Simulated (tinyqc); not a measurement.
# MOS inversion layer, Poisson-Schroedinger loop: what changes with what

Electrons confined at an insulator interface at z = 0, treated as a hard wall; parabolic valleys, Hartree approximation, no image or exchange terms. The depletion charge lies far deeper than the electrons and gives a uniform field q Nd/(eps0 eps_r); the gate balances all charge. Energies are counted from the band edge at the interface.

Values chosen for this exercise; masses and permittivity close to those of silicon (100): temperature T = 300 K; relative permittivity eps_r = 11.5; mass along z of valley set A (2 valley(s)) mz1 = 0.922 m0; in-plane density-of-states mass of set A md1 = 0.188 m0; mass along z of valley set B (4 valley(s)) mz2 = 0.194 m0; in-plane density-of-states mass of set B md2 = 0.416 m0; sheet density of electrons Ns = 2.6e12 cm^-2; sheet density of depletion charge Nd = 1.8e11 cm^-2; extra shift of set B (strain) dE = 0.11 eV.

Constants: q = 1.602176634e-19 C, kB = 1.380649e-23 J/K, hbar = 1.054571817e-34 J s, m0 = 9.1093837015e-31 kg, Vt = kB T/q, eps0 = 8.8541878128e-14 F/cm where lengths are in cm, hbar^2/(2 m0) = 0.0380998212 eV nm^2. Results are converted to the units shown.

Each table varies one quantity; the others keep the values above.

## Effect of the sheet density of electrons

Schroedinger equation -(C/mz) psi'' + (V0 + U + dE for set B) psi = E psi, C = hbar^2/(2 m0), psi(0) = 0, on a uniform mesh of 800 nodes with a far wall at 80 nm, 8 levels a set; V0 = q Nd z/(eps0 eps_r); dU/dz = q (Ns - integral of n from 0 to z)/(eps0 eps_r), U(0) = 0; N_k = g md m0 q Vt/(pi hbar^2) ln(1 + exp((EF - E_k)/Vt)), g the number of valleys of the set, sum N_k = Ns. Triangular well: E_k = a_k (C F^2/mz)^(1/3), a_1 = 2.338107, a_2 = 4.087949, C = hbar^2/(2 m0), F in eV/nm. Fang-Howard (all electrons in the lowest level of set A): b^3 = 6 (mz1/C) q (Nd + 11 Ns/32)/(eps0 eps_r), centroid 3/b, level C b^2/(4 mz1) + (3/b) q (Nd + 11 Ns/16)/(eps0 eps_r). The centroid adds 3.9 z_av/eps_r to an oxide-equivalent thickness.

Effect of the sheet density of electrons:
columns A: Ns (cm^-2); B: A1 (meV); C: B1 (meV); D: EF (meV); E: share of A1 (%); F: share of set A (%); G: centroid z_av (nm); H: added oxide equivalent (nm); I: Fang-Howard centroid (nm)
```
A          B    C      D     E     F     G      H     I
1e11    21.0  144   -101  35.9  97.4  7.57   2.57  3.81
2.1e11  25.7  151  -75.0  38.9  97.5  6.98   2.37  3.61
4.5e11  34.7  164  -42.6  44.4  97.7  6.07   2.06  3.28
9.7e11  50.7  186  -1.22  52.6  98.0  4.92   1.67  2.84
2.1e12  78.6  224   53.8  62.8  98.3  3.76   1.27  2.36
4.4e12   123  282    128  72.1  98.7  2.81  0.952  1.91
9.4e12   200  380    243  79.0  98.9  2.07  0.702  1.51
2e13     327  545    431  81.8  98.8  1.56  0.530  1.19
```

As Ns goes from 1e11 to 2e13, A1 rises from 21.0 to 327 meV, the share of A1 rises from 35.9 to 81.8 % and the centroid falls from 7.57 to 1.56 nm. A1 goes as Ns^(0.65) between the last two rows (a triangular well in the field of that charge alone gives 2/3). EF lies more than 2 meV above A1 for Ns = 4.4e12, 9.4e12, 2e13. The Fang-Howard centroid is 50 % below the full one in the first row, where A1 holds 35.9 %, and 24 % below it in the last, where A1 holds 81.8 %. For Ns = 1e11, 2.1e11, 4.5e11, 9.7e11, 2.1e12, 4.4e12 the eighth level of a set still holds over 0.4 % of the electrons, so more levels and a farther wall would raise the centroid.

## Effect of the sheet density of depletion charge

Schroedinger equation -(C/mz) psi'' + (V0 + U + dE for set B) psi = E psi, C = hbar^2/(2 m0), psi(0) = 0, on a uniform mesh of 800 nodes with a far wall at 42 nm, 8 levels a set; V0 = q Nd z/(eps0 eps_r); dU/dz = q (Ns - integral of n from 0 to z)/(eps0 eps_r), U(0) = 0; N_k = g md m0 q Vt/(pi hbar^2) ln(1 + exp((EF - E_k)/Vt)), g the number of valleys of the set, sum N_k = Ns.

Results:
columns A: Nd (cm^-2); B: A1 (meV); C: B1 (meV); D: EF (meV); E: share of A1 (%); F: share of set A (%); G: centroid z_av (nm); H: added oxide equivalent (nm); I: Fang-Howard centroid (nm)
```
A          B    C     D     E     F     G      H     I
1e11    87.6  235  69.9  63.7  98.3  3.80   1.29  2.28
1.7e11  89.1  237  72.2  65.4  98.4  3.50   1.19  2.23
5.3e11  97.0  250  83.7  73.2  98.7  2.62  0.887  2.02
9.4e11   106  265  95.5  79.9  98.9  2.15  0.728  1.86
1.6e12   120  290   112  87.3  99.2  1.77  0.600  1.68
2.9e12   146  336   142  94.5  99.6  1.43  0.487  1.46
5e12     185  404   182  98.4  99.9  1.20  0.407  1.26
```

Estimate the missing row, Nd = 3.1e11 cm^-2.

Computed row:
columns A: Nd (cm^-2); B: A1 (meV); C: B1 (meV); D: EF (meV); E: share of A1 (%); F: share of set A (%); G: centroid z_av (nm); H: added oxide equivalent (nm); I: Fang-Howard centroid (nm)
```
A          B    C     D     E     F     G     H     I
3.1e11  92.2  242  76.8  68.6  98.5  3.06  1.04  2.14
```

With this row back in the table: As Nd goes from 1e11 to 5e12, A1 rises from 87.6 to 185 meV, the share of A1 rises from 63.7 to 98.4 % and the centroid falls from 3.80 to 1.20 nm. A1 goes as Nd^(0.43) between the last two rows (a triangular well in the field of that charge alone gives 2/3). The Fang-Howard centroid is 40 % below the full one in the first row, where A1 holds 63.7 %, and 5.0 % above it in the last, where A1 holds 98.4 %. For Nd = 1e11, 1.7e11, 3.1e11 the eighth level of a set still holds over 0.4 % of the electrons, so more levels and a farther wall would raise the centroid.

Computed by the program tinyqc: `OMP_NUM_THREADS=1 python tinyqc.py 2160057 2160058 out.jsonl`, one thread of a shared Intel Xeon 2.30GHz, about 1 s for the whole run.
